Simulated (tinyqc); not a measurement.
## Series resistance and mobility from two gate lengths

Problem. At small Vds the total resistance times width is 2 Rs + L/(mu Q), with the same mu and Q at both lengths. Find mu and Rs.

total resistance at L = 20 and 250 nm (ohm um): 93.670034  480.87542
Q = 0.54 uC/cm^2

Solution. The slope against L is 1/(mu Q), and the intercept at L = 0 is 2 Rs.

mu = 1100 cm^2/(V s)
Rs = 30.00 ohm um

Numbers from tinyqc (`OMP_NUM_THREADS=1 python tinyqc.py 2380043 2380044 out.jsonl`; about 0.01 s on one thread of a shared Intel Xeon 2.30GHz).
